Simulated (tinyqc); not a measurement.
Inside a calculation. Method: MP2 on RHF in the sto-3g basis, for H4, spin multiplicity 1. One step of it, computed by the program tinyqc.

Task: Iteration 8 (converged): orbitals. Diagonalise F' = X^T F X, C = X C', fill 2 alpha and 2 beta electrons from the bottom; D = 2 C_occ C_occ^T. Each column has its largest component positive (the first on a tie).

converged F (hartree):
```
           1H 1s      2H 1s      3H 1s      4H 1s
1H 1s  -0.300190  -0.535113  -0.092557  -0.008751
2H 1s  -0.535113  -0.329628  -0.225381  -0.092557
3H 1s  -0.092557  -0.225381  -0.329628  -0.535113
4H 1s  -0.008751  -0.092557  -0.535113  -0.300190
```

X:
```
           1H 1s      2H 1s      3H 1s      4H 1s
1H 1s   1.169296  -0.381819   0.046051  -0.011640
2H 1s  -0.381819   1.214748  -0.199330   0.046051
3H 1s   0.046051  -0.199330   1.214748  -0.381819
4H 1s  -0.011640   0.046051  -0.381819   1.169296
```

Give: F' = X^T F X; orbital energies; coefficients C; D after iteration 8.

Result:

F' = X^T F X (hartree):
```
         1        2        3        4
1   0.0165  -0.5545   0.0552  -0.0052
2  -0.5545   0.0473  -0.2264   0.0552
3   0.0552  -0.2264   0.0473  -0.5545
4  -0.0052   0.0552  -0.5545   0.0165
```

orbital energies (hartree): MO1 -0.5921, MO2 -0.4749, MO3 0.4244, MO4 0.7703

coefficients C:
```
          MO1      MO2      MO3      MO4
1H 1s  0.3389   0.4564   0.7821  -0.7619
2H 1s  0.4019   0.3969  -0.6406   0.9664
3H 1s  0.4019  -0.3969  -0.6406  -0.9664
4H 1s  0.3389  -0.4564   0.7821   0.7619
```

D after iteration 8:
```
         1H 1s    2H 1s    3H 1s    4H 1s
1H 1s   0.6463   0.6346  -0.0899  -0.1869
2H 1s   0.6346   0.6380   0.0080  -0.0899
3H 1s  -0.0899   0.0080   0.6380   0.6346
4H 1s  -0.1869  -0.0899   0.6346   0.6463
```
